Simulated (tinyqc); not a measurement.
Density of states of one tight-binding band on the simple cubic lattice: sweeps and comparisons. A value that a table varies takes the place of the one given here.

E(k) = -2 t (c1 + c2 + c3) - 4 t2 (c1 c2 + c2 c3 + c3 c1) with ci = cos(2 pi ki); k in fractions of the reciprocal vectors, mesh k_i = j/N with j = 0 .. N-1. Densities are per cell and per spin, so the band holds one state.

Each cube of the mesh, corners numbered 0 to 7 as the binary number (i j l), is cut into six tetrahedra around the diagonal 0-7: 0137, 0157, 0237, 0267, 0457, 0467. For corner energies e1 <= e2 <= e3 <= e4 and eij = ei - ej, the share of the tetrahedron below E is n = (E - e1)^3/(e21 e31 e41) for e1 < E < e2; n = [e21^2 + 3 e21 x + 3 x^2 - (e31 + e42) x^3/(e32 e42)]/(e31 e41) with x = E - e2 for e2 < E < e3; n = 1 - (e4 - E)^3/(e41 e42 e43) for e3 < E < e4; its density of states is g = dn/dE.

Gaussian broadening: g(E) = mean over the mesh of exp(-(E - E_k)^2/(2 sigma^2))/(sigma sqrt(2 pi)), n(E) = mean of erfc((E_k - E)/(sigma sqrt 2))/2.

Inputs chosen for the exercise:
- t = 0.99 eV (nearest hopping)
- t2 = -0.11 eV (second hopping)
- N2 = 10 (mesh points along each axis in this comparison)
- sigma = 0.099 eV (Gaussian width)
- E = -0.3 eV (energy at which the density is wanted)

## Three ways to the same curve

N = N2 here; the reference is the linear method with N = 36.

g(E) (1/eV):

| E (eV) | reference | linear tetrahedra | Gaussian, sigma | Gaussian, sigma/4 | reference n(E) |
|---|---|---|---|---|---|
| -3.539 | 0.072 | 0.069 | 0.090 | 0.040 | 0.049 |
| -2.459 | 0.149 | 0.138 | 0.165 | 0.026 | 0.158 |
| -1.379 | 0.156 | 0.162 | 0.088 | 0.023 | 0.334 |
| -0.299 | 0.145 | 0.150 | 0.034 | 0.000 | 0.496 |
| 0.781 | 0.138 | 0.141 | 0.105 | 0.145 | 0.649 |
| 1.861 | 0.097 | 0.096 | 0.117 | 0.003 | 0.787 |
| 2.941 | 0.061 | 0.062 | 0.070 | 0.000 | 0.870 |
| 4.021 | 0.042 | 0.042 | 0.001 | 0.000 | 0.925 |
| 5.101 | 0.029 | 0.028 | 0.005 | 0.000 | 0.963 |
| 6.181 | 0.017 | 0.016 | 0.048 | 0.192 | 0.988 |

How do the results move?

Root-mean-square errors against the reference: 0.0044 for linear tetrahedra, 0.0472 for sigma and 0.1004 for sigma/4. The narrow Gaussian is worse than the wide one, because it resolves the separate mesh levels. The reference is highest at -1.379 eV of the energies listed, and half filling lies between -0.299 and 0.781 eV.

## Convergence with the mesh

At the energy E; the plain count is the share of mesh points below E; the reference is the linear method with N = 36.

Results:

| N | points | g linear | n linear | g Gaussian | n Gaussian | n plain count |
|---|---|---|---|---|---|---|
| 4 | 64 | 0.1909 | 0.4777 | 0.2831 | 0.5167 | 0.5312 |
| 6 | 216 | 0.1552 | 0.4888 | 0.4277 | 0.5132 | 0.5556 |
| 8 | 512 | 0.1549 | 0.4920 | 0.3079 | 0.4748 | 0.4570 |
| 12 | 1728 | 0.1487 | 0.4944 | 0.2026 | 0.4928 | 0.5081 |
| 16 | 4096 | 0.1472 | 0.4951 | 0.1377 | 0.4937 | 0.4888 |
| 20 | 8000 | 0.1464 | 0.4955 | 0.1194 | 0.4948 | 0.4943 |

reference n and g: 0.4959  0.1454

How do the results move?

The linear n(E) stays within 0.002 of the reference from N = 12 on. The Gaussian g still moves by more than 1 % between the last two meshes. At the last mesh it lies -0.026 1/eV from the reference g and the linear g +0.001. The plain count errs by -0.0017 at the last mesh.

## Critical points

The gradient vanishes at these points by symmetry; the signs of the eigenvalues of the second-derivative matrix give the type.

Critical points:

| point | k | E (eV) | positive | negative | type |
|---|---|---|---|---|---|
| Gamma | (0, 0, 0) | -4.6200 | 3 | 0 | minimum |
| X | (0.5, 0, 0) | -2.4200 | 2 | 1 | saddle |
| M | (0.5, 0.5, 0) | 1.5400 | 1 | 2 | saddle |
| R | (0.5, 0.5, 0.5) | 7.2600 | 0 | 3 | maximum |

What does this show?

Gamma is a minimum at -4.620 eV: its contribution to g starts as a square root. X is a saddle at -2.420 eV: g has a square-root kink there. M is a saddle at 1.540 eV: g has a square-root kink there. R is a maximum at 7.260 eV: its contribution to g ends as a square root.

## What moves the count of states

Linear method and Gaussian sum with N = 14. Each row changes one parameter from the base and keeps the others.

Results:

| case | n linear | g linear (1/eV) | n Gaussian | g Gaussian (1/eV) |
|---|---|---|---|---|
| base | 0.4947 | 0.1475 | 0.4978 | 0.1120 |
| t = 1.089 eV | 0.4952 | 0.1339 | 0.4983 | 0.0881 |
| E = -0.201 eV | 0.5093 | 0.1468 | 0.5090 | 0.1227 |
| sigma = 0.198 eV | 0.4947 | 0.1475 | 0.4964 | 0.1368 |
| t2 = -0.06 eV | 0.4771 | 0.1472 | 0.4858 | 0.1179 |

How do the results move?

The largest shifts from the base row, up to three for each result and ties (the steps differ in size, so this ranks the rows, not the parameters). n linear: t2 -0.0176, E +0.0146, t +0.0005; unchanged at the printed digits by sigma. g linear (1/eV): t -0.0136, E -0.0007, t2 -0.0002; unchanged at the printed digits by sigma. n Gaussian: t2 -0.0119, E +0.0113, sigma -0.0013. g Gaussian (1/eV): sigma +0.0248, t -0.0239, E +0.0107.

Run: tinyqc, `OMP_NUM_THREADS=1 python tinyqc.py 1651292 1651293 out.jsonl`; Intel(R) Xeon(R) Processor @ 2.30GHz, one thread, shared host; about 0.2 s of CPU time with all checks.
